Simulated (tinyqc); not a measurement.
What moves the results: polytypes by hexagonality, and a cubic inclusion as a quantum well. A value that a table varies takes the place of the one given here.

Gap: E3 + (E2 - E3) h. Valence top Ev2 h and polarisation P2 h, both counted from 3C; Ec = Ev + gap.

A cubic inclusion of width L = N d in the host (h = 1) is a well of depth V = Ec(host) - Ec(3C). Square well with mass mismatch: k tan(k L/2) = (m_w/m_b) q, k = sqrt(m_w E/c), q = sqrt(m_b (V - E)/c), c = hbar^2/2m0, lowest root. The depth of the level, V - E, is its binding, and the transition to the valence top of the host is gap(host) - (V - E). The step in polarisation gives a field |F| = |P|/(eps eps0) in a thin inclusion, eps0 = 8.8541878e-12 F/m.

Constants: hbar^2/2m0 = 3.80998211 eV angstrom^2.

Inputs chosen for the exercise (of the order of those of InP; not measured data): E3 = 1.433 eV (gap of the cubic polytype); E2 = 1.478 eV (gap of 2H); Ev2 = 0.051 eV (valence top of 2H above that of 3C); P2 = -0.0023 C/m^2 (spontaneous polarisation of 2H); m = (0.074, 0.084) m0 (electron mass along c in the cubic layer and in the host); d = 3.384 angstrom (thickness of a double layer); eps = 12.3 (dielectric constant); N = 6 (double layers in the cubic inclusion).

## Width of the inclusion

Without the field: square well. With it, the potential inside is |F| (z - L/2), the host conduction edge lies at V - |F| L/2 on one side and V + |F| L/2 on the other, and the lowest level E_F is found by finite differences (step 0.25 angstrom, wide box, good to about 1 meV). Holes sit in the host on the high side, so the transition is gap(host) - V + E_F - |F| L/2. A dash: bound by less than 2 meV or not at all.

Results:

| N | L (angstrom) | depth (eV) | transition (eV) | depth below the low side, with field (eV) | transition with field (eV) |
|---|---|---|---|---|---|
| 2 | 6.77 | 0.002 | 1.476 | - | - |
| 4 | 13.54 | 0.008 | 1.470 | - | - |
| 6 | 20.30 | 0.016 | 1.462 | - | - |
| 10 | 33.84 | 0.033 | 1.445 | 0.007 | 1.400 |
| 15 | 50.76 | 0.049 | 1.429 | 0.011 | 1.360 |
| 20 | 67.68 | 0.061 | 1.417 | 0.012 | 1.323 |
| 30 | 101.52 | 0.074 | 1.404 | 0.013 | 1.251 |

The square well binds a level even at N = 2 (2 meV), as any symmetric one-dimensional well does; the depth grows to 74 of 96 meV, and the transition tends to E3 - Ev(host) = 1.382 eV. With the field the level is bound by 2 meV or more for N = 10, 15, 20 and 30, and the transition is lowered by 45 meV at N = 10 and 153 meV at N = 30, where |F| L/2 = 107 meV. Free carriers or surface charge screen the field and the step between the two sides; with the field removed every row returns to its square-well depth, and the attraction to the hole, left out here, binds the electron further.

## What each parameter does

Well depth, depth of the level, transition without the field and field. Each row changes one parameter from the base and keeps the others.

Results:

| case | V (eV) | depth (eV) | transition (eV) | \|F\| (MV/cm) |
|---|---|---|---|---|
| base | 0.0960 | 0.0162 | 1.4618 | 0.211 |
| N = 7 | 0.0960 | 0.0204 | 1.4576 | 0.211 |
| Ev2 = 0.081 eV | 0.1260 | 0.0261 | 1.4519 | 0.211 |
| E3 = 1.413 eV | 0.1160 | 0.0226 | 1.4554 | 0.211 |
| E2 = 1.508 eV | 0.1260 | 0.0261 | 1.4819 | 0.211 |
| P2 = -0.003 C/m^2 | 0.0960 | 0.0162 | 1.4618 | 0.275 |
| eps = 13.3 | 0.0960 | 0.0162 | 1.4618 | 0.195 |
| m = (0.089, 0.084) m0 | 0.0960 | 0.0164 | 1.4616 | 0.211 |

The largest shifts from the base row, up to three for each result and ties (the steps differ in size, so this ranks the rows, not the parameters). V (eV): Ev2 +0.0300, E2 +0.0300, E3 +0.0200; unchanged at the printed digits by N, P2, eps and m. depth (eV): Ev2 +0.0099, E2 +0.0099, E3 +0.0064; unchanged at the printed digits by P2 and eps. transition (eV): E2 +0.0201, Ev2 -0.0099, E3 -0.0064; unchanged at the printed digits by P2 and eps. |F| (MV/cm): P2 +0.064, eps -0.016; unchanged at the printed digits by N, Ev2, E3, E2 and m.

Program tinyqc; command `OMP_NUM_THREADS=1 python tinyqc.py 1881076 1881077 out.jsonl`; about 0.08 s on one thread of a shared Intel(R) Xeon(R) Processor @ 2.30GHz.
